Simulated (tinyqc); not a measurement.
Valley splitting of a silicon quantum well in envelope theory: sweeps and comparisons. A value that a table varies takes the place of the one given here.

The well lies at 0 < z < L; U(z) = V0 [1/(1 + exp(z/w)) + 1/(1 + exp((L - z)/w))] - e F z, 1 mV/nm = 1e-4 eV/angstrom. The envelope psi solves -(c/ml) psi'' + U psi = E psi, c = hbar^2/2m0, by three-point differences on a grid of 0.1 angstrom from -40 to L + 40 angstrom. The two valleys at +/- k0 couple through D = C0 times the integral of exp(-i q z) U(z) psi^2, q = 2 k0 (2 pi/a), and split by Ev = 2|D|.

Random alloy: with Y(z) = Yw + (Yb - Yw) B(z), B the bracket in U, and in-plane density exp(-r^2/ad^2)/(pi ad^2), D gains a random complex part of variance sigma^2 = (C0^2/pi)(a^2 V0/(8 ad (Yb - Yw)))^2 (4/a) times the integral of psi^4 Y (1 - Y). Alone it gives a mean splitting sqrt(pi) sigma; together with the smooth part the rms splitting is 2 sqrt(|D|^2 + sigma^2).

Constants: hbar^2/2m0 = 3.80998211 eV angstrom^2.

Inputs chosen for the exercise (near those of a strained Si well in SiGe; shifted at random, so the results belong to these values and not to a real crystal): L = 84 angstrom (well width); V0 = 0.14 eV (conduction offset); ml = 0.927 m0 (mass along z); F = 1.7 mV/nm (field pressing towards the upper interface); k0 = 0.852 2 pi/a (valley position); a = 5.431 angstrom (lattice constant); C0 = 0.247 (Bloch overlap factor); Yb = 0.2 (Ge share of the barrier); Yw = 0.02 (Ge share of the well); ad = 120 angstrom (dot radius); ws = (0.3, 0.6, 0.9, 1.3, 2, 3, 4.8) angstrom (interface widths); Ls = (84, 85.4, 86.7, 88.1, 89.4, 90.8, 92.1, 93.5) angstrom (widths in steps of one atomic layer, a/4, rounded to the grid); F2 = 1 mV/nm (second field, zero or weak); w1 = 0.8 angstrom (interface width for this table); w = 0.4 angstrom (interface width parameter).

## Sharpness of the interface

The smooth part 2|D| and the disorder part against w, beside y/sinh(y) with y = pi q w. The 12 to 88 % width of the step is 4w.

Results:

| w (angstrom) | 4w (angstrom) | 2\|D\| (micro-eV) | y/sinh(y) | sqrt(pi) sigma (micro-eV) |
|---|---|---|---|---|
| 0.3 | 1.2 | 30.48 | 0.59 | 91.7 |
| 0.6 | 2.4 | 8.42 | 0.18 | 91.8 |
| 0.9 | 3.6 | 1.84 | 0.042 | 91.9 |
| 1.3 | 5.2 | 0.24 | 0.0051 | 92.2 |
| 2.0 | 8.0 | 0.01 | 0.00010 | 93.0 |
| 3.0 | 12.0 | 0.00 | 3.2e-07 | 94.5 |
| 4.8 | 19.2 | 0.00 | 7.3e-12 | 98.5 |

How do the results move?

The smooth part needs a Fourier component of U psi^2 at a wavelength of 3.19 angstrom; from the first row to the third it falls by a factor 16.6, while y/sinh(y) falls by 14 (the envelope near the step and the phase between the two interfaces change too). The disorder part goes from 91.7 to 98.5 micro-eV. It exceeds the smooth part in every row.

## Adding atomic layers

The smooth splitting Ev = 2|D| with w = w1, at the field F2 and at F.

Results:

| L (angstrom) | q L mod 2 pi | Ev at F2 (micro-eV) | Ev at F (micro-eV) |
|---|---|---|---|
| 84.0 | 2.23 | 1.92 | 3.08 |
| 85.4 | 4.99 | 3.57 | 4.15 |
| 86.7 | 1.27 | 1.91 | 3.08 |
| 88.1 | 4.03 | 3.11 | 3.80 |
| 89.4 | 0.31 | 2.53 | 3.42 |
| 90.8 | 3.07 | 2.35 | 3.31 |
| 92.1 | 5.63 | 2.91 | 3.64 |
| 93.5 | 2.11 | 1.80 | 3.02 |

What can be read from the table?

At F2 the splitting swings between 1.8 and 3.57 micro-eV, a ratio of 1.98, as the two interfaces add with the phase q L, which advances on average by 2.68 rad a layer. At F the ratio is 1.37, where in the first row psi^2 at the upper interface is 5.76 times that at the lower one: the field unbalances the two contributions, which fills in the minima.

## What each parameter does

Orbital spacing, psi^2 at z = L, the smooth splitting and sigma; V0 is held fixed when Yw changes. Each row changes one parameter from the base and keeps the others.

Results:

| case | E2 - E1 (meV) | psi^2(L) (1e-3/angstrom) | 2\|D\| (micro-eV) | sigma (micro-eV) |
|---|---|---|---|---|
| base | 14.26 | 1.434 | 20.85 | 51.7 |
| ad = 160 angstrom | 14.26 | 1.434 | 20.85 | 38.8 |
| Yw = 0.05 | 14.26 | 1.434 | 20.85 | 96.6 |
| L = 90 angstrom | 12.92 | 1.352 | 18.23 | 50.7 |
| V0 = 0.175 eV | 14.59 | 1.157 | 20.66 | 65.0 |
| w = 0.28 angstrom | 14.24 | 1.448 | 32.61 | 51.7 |
| F = 2.55 mV/nm | 15.16 | 1.925 | 28.35 | 53.2 |
| k0 = 0.832 2 pi/a | 14.26 | 1.434 | 26.04 | 51.7 |
| C0 = 0.296 | 14.26 | 1.434 | 24.98 | 62.0 |

What does this show?

The largest shifts from the base row, up to three for each result and ties (the steps differ in size, so this ranks the rows, not the parameters). E2 - E1 (meV): L -1.35, F +0.90, V0 +0.33; unchanged at the printed digits by ad, Yw, k0 and C0. psi^2(L) (1e-3/angstrom): F +0.491, V0 -0.277, L -0.082; unchanged at the printed digits by ad, Yw, k0 and C0. 2|D| (micro-eV): w +11.76, F +7.50, k0 +5.19; unchanged at the printed digits by ad and Yw. sigma (micro-eV): Yw +44.9, V0 +13.2, ad -12.9; unchanged at the printed digits by w and k0.

tinyqc: `OMP_NUM_THREADS=1 python tinyqc.py 1251416 1251417 out.jsonl`; about 0.08 s, one thread, shared Intel(R) Xeon(R) Processor @ 2.30GHz.
